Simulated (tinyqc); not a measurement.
Stacked nanosheet transistor, parasitic resistance, capacitance and delay: course of the iteration: sheet currents at Vgs = Vdd, Vds = Vdd/2.

Ns sheets share one contact on top; each has perimeter p = 2 (Ws + ts) and cross-section A = Ws ts; contact width Wc = Ws + 10 nm, stack height Hs = Ns pv. Sheet 1 is the top one. Contact length Lc = CPP - Lg - 2 Lsp, shared by two neighbouring gates. Source and drain sides are equal. The formulas are first-order estimates, not field solutions.

One sheet: I = p Q vx u/(1 + |u|^1.8)^(1/1.8), Q = Cinv n Vt ln(1 + exp((Vg' - VT + dl Vd')/(n Vt))), u = Vd' mu/(vx Lg), Vg' = Vgs - v, Vd' = Vds - 2 v, with the drop on each side v_j = Rc sum I + rv (sum over levels k = 2..j of the current of sheets k..Ns) + Rx I_j. I(new) = I(out).

Stop when the largest change of I is below 1e-6 uA, or after 20 iterations.

Inputs (values chosen for the exercise); values close to those of silicon logic devices: temperature T = 300 K; sheet width Ws = 20 nm; sheet thickness ts = 4 nm; vertical resistance between sheet levels rv = 179 ohm; gate length Lg = 14 nm; inversion capacitance Cinv = 2.9 uF/cm^2; injection velocity vx = 8.7e6 cm/s; apparent mobility mu = 170 cm^2/(V s); threshold at zero drain voltage VT = 0.27 V; barrier lowering dl = 0.047 V/V; subthreshold factor n = 1.24; supply voltage Vdd = 0.6 V.

Constants: q = 1.602176634e-19 C, kB = 1.380649e-23 J/K, Vt = kB T/q. Results are converted to the units shown.

I at the start (uA): sheet 1 0, sheet 2 0, sheet 3 0, sheet 4 0
Rc = 775.450 ohm
Rx = 875 ohm

Course of the iteration:
```
iteration  total I (uA)  largest |change| of one entry (uA)
1               160.045                                40.0
2              -40.0356                                52.0
3               186.908                                59.6
4              -42.7559                                58.2
5               187.870                                58.5
6              -42.7541                                58.4
7               187.854                                58.4
8              -42.7617                                58.4
9               187.859                                58.4
...                 ...                                 ...
12             -42.7607                                58.4
13              187.858                                58.4
14             -42.7606                                58.4
15              187.858                                58.4
16             -42.7607                                58.4
17              187.858                                58.4
18             -42.7607                                58.4
19              187.858                                58.4
20             -42.7607                                58.4
```

Did this iteration meet its convergence test, and what does its course show?

No. Not converged within 20 iterations. The total swings between -42.76 and 187.9 for good. The largest eigenvalue of dI(out)/dI at the solution has size 1.28: above one, so substitution cannot converge. A rerun with the update damped to 0.5 converges in 17 iterations.

Numbers from tinyqc (`OMP_NUM_THREADS=1 python tinyqc.py 2170087 2170088 out.jsonl`; about 0.08 s on one thread of a shared Intel Xeon 2.30GHz).
